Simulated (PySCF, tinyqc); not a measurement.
Inside a calculation. Method: CIS on RHF in the sto-3g basis, frozen core, for BeH+, spin multiplicity 1. The lowest restricted solution is unstable here: a spin-polarised one lies 0.0069 hartree lower (PySCF). Computed by tinyqc, a small Python program that keeps every step (integrals from PySCF). Settings: charge = 1, multiplicity = 1, basis = sto-3g, method = RHF, frozen orbitals = 1, energy threshold = 1e-10, iteration cap = 53, orthogonalisation = canonical, start = Wolfsberg-Helmholz matrix, DIIS depth = 6. Command: `OMP_NUM_THREADS=1 python tinyqc.py 23885 23886 out.jsonl` (the two numbers bound the seeds that draw the settings). One thread of a shared host (Intel(R) Xeon(R) Processor @ 2.60GHz), about 0.06 s of CPU time with the checks. The early iterations of the SCF are left out here.

## One-electron integrals

Geometry (angstrom):
```
atom       x       y       z
Be    0.0000  0.0000  0.0000
H     0.0000  0.0000  1.8270
```

Basis sto-3g: exponents (1/bohr^2) and contraction coefficients of normalised primitives:
```
element  l (shell)  exponent  coefficient
Be           s (1)   30.1679       0.1543
Be           s (1)    5.4951       0.5353
Be           s (1)    1.4872       0.4446
Be           s (2)    1.3148      -0.1000
Be           s (2)    0.3055       0.3995
Be           s (2)    0.0994       0.7001
Be           p (3)    1.3148       0.1559
Be           p (3)    0.3055       0.6077
Be           p (3)    0.0994       0.3920
H            s (1)    3.4253       0.1543
H            s (1)    0.6239       0.5353
H            s (1)    0.1689       0.4446
```

Overlap, kinetic and nuclear-attraction integrals over the contracted functions; the nuclear repulsion is the sum of Za Zb / Rab.

nuclear repulsion = 1.158571 hartree

overlap S, order 1Be 1s, 1Be 2s, 1Be 2px, 1Be 2py, 1Be 2pz, 2H 1s:
$$\begin{pmatrix}
1.0000 & 0.2595 & 0.0000 & 0.0000 & 0.0000 & 0.0238 \\
0.2595 & 1.0000 & 0.0000 & 0.0000 & 0.0000 & 0.2830 \\
0.0000 & 0.0000 & 1.0000 & 0.0000 & 0.0000 & 0.0000 \\
0.0000 & 0.0000 & 0.0000 & 1.0000 & 0.0000 & 0.0000 \\
0.0000 & 0.0000 & 0.0000 & 0.0000 & 1.0000 & 0.3675 \\
0.0238 & 0.2830 & 0.0000 & 0.0000 & 0.3675 & 1.0000
\end{pmatrix}$$

kinetic energy T (hartree), order 1Be 1s, 1Be 2s, 1Be 2px, 1Be 2py, 1Be 2pz, 2H 1s:
$$\begin{pmatrix}
6.6940 & -0.0330 & 0.0000 & 0.0000 & 0.0000 & -0.0072 \\
-0.0330 & 0.2111 & 0.0000 & 0.0000 & 0.0000 & 0.0158 \\
0.0000 & 0.0000 & 0.6606 & 0.0000 & 0.0000 & 0.0000 \\
0.0000 & 0.0000 & 0.0000 & 0.6606 & 0.0000 & 0.0000 \\
0.0000 & 0.0000 & 0.0000 & 0.0000 & 0.6606 & 0.0685 \\
-0.0072 & 0.0158 & 0.0000 & 0.0000 & 0.0685 & 0.7600
\end{pmatrix}$$

nuclear attraction V (hartree), order 1Be 1s, 1Be 2s, 1Be 2px, 1Be 2py, 1Be 2pz, 2H 1s:
$$\begin{pmatrix}
-14.8507 & -1.9744 & 0.0000 & 0.0000 & -0.0097 & -0.1802 \\
-1.9744 & -2.5985 & 0.0000 & 0.0000 & -0.0972 & -0.6527 \\
0.0000 & 0.0000 & -2.5573 & 0.0000 & 0.0000 & 0.0000 \\
0.0000 & 0.0000 & 0.0000 & -2.5573 & 0.0000 & 0.0000 \\
-0.0097 & -0.0972 & 0.0000 & 0.0000 & -2.6247 & -0.8266 \\
-0.1802 & -0.6527 & 0.0000 & 0.0000 & -0.8266 & -2.3841
\end{pmatrix}$$

core Hamiltonian H = T + V (hartree), order 1Be 1s, 1Be 2s, 1Be 2px, 1Be 2py, 1Be 2pz, 2H 1s:
$$\begin{pmatrix}
-8.1568 & -2.0074 & 0.0000 & 0.0000 & -0.0097 & -0.1874 \\
-2.0074 & -2.3874 & 0.0000 & 0.0000 & -0.0972 & -0.6369 \\
0.0000 & 0.0000 & -1.8967 & 0.0000 & 0.0000 & 0.0000 \\
0.0000 & 0.0000 & 0.0000 & -1.8967 & 0.0000 & 0.0000 \\
-0.0097 & -0.0972 & 0.0000 & 0.0000 & -1.9642 & -0.7581 \\
-0.1874 & -0.6369 & 0.0000 & 0.0000 & -0.7581 & -1.6241
\end{pmatrix}$$

## Two-electron integrals

Functions are numbered as in S; the eight-fold symmetry (ij|kl) = (ji|kl) = (kl|ij) leaves the list below.

Two-electron integrals (ij|kl) in chemists' order, unique and non-zero (hartree):
```
(11|11) 2.2988   (21|11) 0.3920   (21|21) 0.0795   (22|11) 0.5710
(22|21) 0.1430   (22|22) 0.4177   (31|31) 0.0146   (32|31) 0.0219
(32|32) 0.0923   (33|11) 0.5696   (33|21) 0.1431   (33|22) 0.4176
(33|33) 0.4499   (41|41) 0.0146   (42|41) 0.0219   (42|42) 0.0923
(43|43) 0.0242   (44|11) 0.5696   (44|21) 0.1431   (44|22) 0.4176
(44|33) 0.4014   (44|44) 0.4499   (51|51) 0.0146   (52|51) 0.0219
(52|52) 0.0923   (53|53) 0.0242   (54|54) 0.0242   (55|11) 0.5696
(55|21) 0.1431   (55|22) 0.4176   (55|33) 0.4014   (55|44) 0.4014
(55|55) 0.4499   (61|11) 0.0354   (61|21) 0.0072   (61|22) 0.0130
(61|33) 0.0130   (61|44) 0.0130   (61|51) 0.0006   (61|52) 0.0012
(61|55) 0.0132   (61|61) 0.0007   (62|11) 0.1154   (62|21) 0.0295
(62|22) 0.0980   (62|33) 0.0940   (62|44) 0.0940   (62|51) 0.0038
(62|52) 0.0260   (62|55) 0.1060   (62|61) 0.0029   (62|62) 0.0394
(63|31) 0.0023   (63|32) 0.0116   (63|53) 0.0041   (63|63) 0.0029
(64|41) 0.0023   (64|42) 0.0116   (64|54) 0.0041   (64|64) 0.0029
(65|11) 0.1361   (65|21) 0.0351   (65|22) 0.1217   (65|33) 0.1147
(65|44) 0.1147   (65|51) 0.0059   (65|52) 0.0398   (65|55) 0.1355
(65|61) 0.0036   (65|62) 0.0547   (65|65) 0.0772   (66|11) 0.2893
(66|21) 0.0750   (66|22) 0.2802   (66|33) 0.2617   (66|44) 0.2617
(66|51) 0.0095   (66|52) 0.0891   (66|55) 0.3168   (66|61) 0.0076
(66|62) 0.1528   (66|65) 0.2221   (66|66) 0.7746
```

## Orthogonalisation

S = U s U^T; canonical form X = U s^(-1/2), so that X^T S X = 1. Each column of U has its largest component positive (the first on a tie).

eigenvalues of S: [0.5126, 0.7991, 1.0000, 1.0000, 1.1842, 1.5042]

X, order 1Be 1s, 1Be 2s, 1Be 2px, 1Be 2py, 1Be 2pz, 2H 1s:
$$\begin{pmatrix}
0.3346 & 0.7515 & 0.0000 & 0.0000 & 0.5835 & 0.2419 \\
-0.7129 & -0.5548 & 0.0000 & 0.0000 & 0.4371 & 0.4215 \\
0.0000 & 0.0000 & 0.0882 & 0.9961 & 0.0000 & 0.0000 \\
0.0000 & 0.0000 & 0.9961 & -0.0882 & 0.0000 & 0.0000 \\
-0.6944 & 0.5401 & 0.0000 & 0.0000 & -0.5000 & 0.3856 \\
0.9211 & -0.2953 & 0.0000 & 0.0000 & -0.2506 & 0.5291
\end{pmatrix}$$

Within a degenerate level the vectors are fixed only up to a rotation; this is one choice.

## Iteration 9 (converged): orbitals

converged F (hartree), order 1Be 1s, 1Be 2s, 1Be 2px, 1Be 2py, 1Be 2pz, 2H 1s:
$$\begin{pmatrix}
-4.9878 & -1.4011 & 0.0000 & 0.0000 & 0.0163 & -0.1300 \\
-1.4011 & -0.8453 & 0.0000 & 0.0000 & -0.0953 & -0.3666 \\
0.0000 & 0.0000 & -0.1234 & 0.0000 & 0.0000 & 0.0000 \\
0.0000 & 0.0000 & 0.0000 & -0.1234 & 0.0000 & 0.0000 \\
0.0163 & -0.0953 & 0.0000 & 0.0000 & -0.2281 & -0.3183 \\
-0.1300 & -0.3666 & 0.0000 & 0.0000 & -0.3183 & -0.4085
\end{pmatrix}$$

Diagonalise F' = X^T F X, C = X C', fill 2 alpha and 2 beta electrons from the bottom; D = 2 C_occ C_occ^T. Each column has its largest component positive (the first on a tie).

F' = X^T F X (hartree):
$$\begin{pmatrix}
-0.0696 & -0.5776 & 0.0000 & 0.0000 & -0.5129 & -0.2424 \\
-0.5776 & -1.9016 & 0.0000 & 0.0000 & -1.9683 & -0.8870 \\
0.0000 & 0.0000 & -0.1234 & 0.0000 & 0.0000 & 0.0000 \\
0.0000 & 0.0000 & 0.0000 & -0.1234 & 0.0000 & 0.0000 \\
-0.5129 & -1.9683 & 0.0000 & 0.0000 & -2.5868 & -1.2122 \\
-0.2424 & -0.8870 & 0.0000 & 0.0000 & -1.2122 & -1.2308
\end{pmatrix}$$

orbital energies (hartree): MO1 -4.9906, MO2 -0.6471, MO3 -0.2522, MO4 -0.1234, MO5 -0.1234, MO6 0.1011

coefficients C, order 1Be 1s, 1Be 2s, 1Be 2px, 1Be 2py, 1Be 2pz, 2H 1s:
$$\begin{pmatrix}
0.9930 & -0.2005 & -0.1988 & 0.0000 & 0.0000 & 0.1003 \\
0.0260 & 0.6626 & 0.7336 & 0.0000 & 0.0000 & -0.4549 \\
0.0000 & 0.0000 & 0.0000 & 0.5230 & 0.8523 & 0.0000 \\
0.0000 & 0.0000 & 0.0000 & 0.8523 & -0.5230 & 0.0000 \\
-0.0020 & 0.2545 & -0.5831 & 0.0000 & 0.0000 & -0.8763 \\
-0.0028 & 0.4991 & -0.3863 & 0.0000 & 0.0000 & 0.9381
\end{pmatrix}$$

D after iteration 9, order 1Be 1s, 1Be 2s, 1Be 2px, 1Be 2py, 1Be 2pz, 2H 1s:
$$\begin{pmatrix}
2.0525 & -0.2140 & 0.0000 & 0.0000 & -0.1060 & -0.2057 \\
-0.2140 & 0.8795 & 0.0000 & 0.0000 & 0.3372 & 0.6613 \\
0.0000 & 0.0000 & 0.0000 & 0.0000 & 0.0000 & 0.0000 \\
0.0000 & 0.0000 & 0.0000 & 0.0000 & 0.0000 & 0.0000 \\
-0.1060 & 0.3372 & 0.0000 & 0.0000 & 0.1296 & 0.2541 \\
-0.2057 & 0.6613 & 0.0000 & 0.0000 & 0.2541 & 0.4983
\end{pmatrix}$$

Within a degenerate level the vectors are fixed only up to a rotation; this is one choice.

## Convergence

Stop when the energy changes by less than 1e-10 hartree and every element of the error matrix X^T (F D S - S D F) X is below 3e-06.

Course of the cycle:
```
iteration  E (hartree)     change  largest element of the error matrix
1           -14.547372          -                             1.35e-01
2           -14.583448  -3.61e-02                             5.57e-02
3           -14.602434  -1.90e-02                             3.52e-02
4           -14.609070  -6.64e-03                             8.93e-03
5           -14.609016   5.42e-05                             5.75e-03
6           -14.609192  -1.77e-04                             1.13e-03
7           -14.609199  -6.33e-06                             1.20e-04
8           -14.609199  -7.43e-08                             6.40e-07
9           -14.609199  -2.06e-12                             2.43e-09
```

PySCF RHF in the same basis = -14.609199 hartree

Converged in 9 iterations.

## Integrals over molecular orbitals

(pq|rs) = sum C_ip C_jq C_kr C_ls (ij|kl), one index at a time.

one-electron integrals over orbitals h = C^T H C (hartree):
$$\begin{pmatrix}
-8.1473 & 0.1737 & 0.1934 & 0.0000 & 0.0000 & -0.0629 \\
0.1737 & -1.9827 & -0.0735 & 0.0000 & 0.0000 & 0.2355 \\
0.1934 & -0.0735 & -1.8602 & 0.0000 & 0.0000 & -0.0994 \\
0.0000 & 0.0000 & 0.0000 & -1.8967 & 0.0000 & 0.0000 \\
0.0000 & 0.0000 & 0.0000 & 0.0000 & -1.8967 & 0.0000 \\
-0.0629 & 0.2355 & -0.0994 & 0.0000 & 0.0000 & -1.6514
\end{pmatrix}$$

Two-electron integrals over orbitals (pq|rs), unique and non-zero (hartree); the lowest 1 orbital is frozen and left out:
```
(22|22) 0.4547    (32|22) -0.0653   (32|32) 0.0641    (33|22) 0.3274
(33|32) 0.0320    (33|33) 0.4249    (42|42) 0.0458    (43|42) 0.0348
(43|43) 0.0482    (44|22) 0.3481    (44|32) 0.0412    (44|33) 0.3814
(44|44) 0.4499    (52|52) 0.0458    (53|52) 0.0348    (53|53) 0.0482
(54|54) 0.0242    (55|22) 0.3481    (55|32) 0.0412    (55|33) 0.3814
(55|44) 0.4014    (55|55) 0.4499    (62|22) 0.0194    (62|32) -0.0561
(62|33) -0.0080   (62|44) -0.0692   (62|55) -0.0692   (62|62) 0.1173
(63|22) -0.0569   (63|32) 0.0603    (63|33) 0.0502    (63|44) 0.0374
(63|55) 0.0374    (63|62) -0.0611   (63|63) 0.0771    (64|42) -0.0253
(64|43) -0.0075   (64|64) 0.0222    (65|52) -0.0253   (65|53) -0.0075
(65|65) 0.0222    (66|22) 0.4612    (66|32) -0.0695   (66|33) 0.3554
(66|44) 0.3513    (66|55) 0.3513    (66|62) 0.0455    (66|63) -0.0602
(66|66) 0.4979
```

## CIS matrix, singlets

A(ia,jb) = (e_a - e_i) d_ij d_ab + 2 (ia|jb) - (ij|ab).

CIS matrix A, singlet (hartree), order 2>3, 2>4, 2>5, 2>6:
$$\begin{pmatrix}
0.1956 & 0.0000 & 0.0000 & -0.0553 \\
0.0000 & 0.2673 & 0.0000 & 0.0000 \\
0.0000 & 0.0000 & 0.2673 & 0.0000 \\
-0.0553 & 0.0000 & 0.0000 & 0.5215
\end{pmatrix}$$

## CIS singlet states

dipole integrals <i|r|a> (bohr), order 2>3, 2>4, 2>5, 2>6:
$$\begin{pmatrix}
0.0000 & 0.0000 & -1.2261 \\
0.4781 & 0.7791 & 0.0000 \\
0.7791 & -0.4781 & 0.0000 \\
0.0000 & 0.0000 & 0.8239
\end{pmatrix}$$

Diagonalise A (1 hartree = 27.211386 eV); each vector has its largest component positive (the first on a tie). The transition dipole is mu = sqrt2 sum c_ia <i|r|a>.

singlet excitation energies (eV): [5.0753, 7.2723, 7.2723, 14.4406]

lowest vectors, order 2>3, 2>4, 2>5, 2>6:
$$\begin{pmatrix}
0.9866 & 0.0000 & 0.0000 & -0.1629 \\
0.0000 & 0.9991 & -0.0422 & 0.0000 \\
0.0000 & 0.0422 & 0.9991 & 0.0000 \\
0.1629 & 0.0000 & 0.0000 & 0.9866
\end{pmatrix}$$

oscillator strengths 2/3 w |mu|^2: [0.2876, 0.2978, 0.2978, 0.7256]

Within a degenerate level the vectors are fixed only up to a rotation; this is one choice.

## CIS matrix, triplets

A(ia,jb) = (e_a - e_i) d_ij d_ab - (ij|ab).

CIS matrix A, triplet (hartree), order 2>3, 2>4, 2>5, 2>6:
$$\begin{pmatrix}
0.0675 & 0.0000 & 0.0000 & 0.0569 \\
0.0000 & 0.1756 & 0.0000 & 0.0000 \\
0.0000 & 0.0000 & 0.1756 & 0.0000 \\
0.0569 & 0.0000 & 0.0000 & 0.2870
\end{pmatrix}$$

## CIS triplet states

Diagonalise A (1 hartree = 27.211386 eV); each vector has its largest component positive (the first on a tie).

triplet excitation energies (eV): [1.4602, 4.7777, 4.7777, 8.1875]

lowest vectors, order 2>3, 2>4, 2>5, 2>6:
$$\begin{pmatrix}
0.9716 & 0.0000 & 0.0000 & 0.2368 \\
0.0000 & -0.5391 & 0.8422 & 0.0000 \\
0.0000 & 0.8422 & 0.5391 & 0.0000 \\
-0.2368 & 0.0000 & 0.0000 & 0.9716
\end{pmatrix}$$

Within a degenerate level the vectors are fixed only up to a rotation; this is one choice.
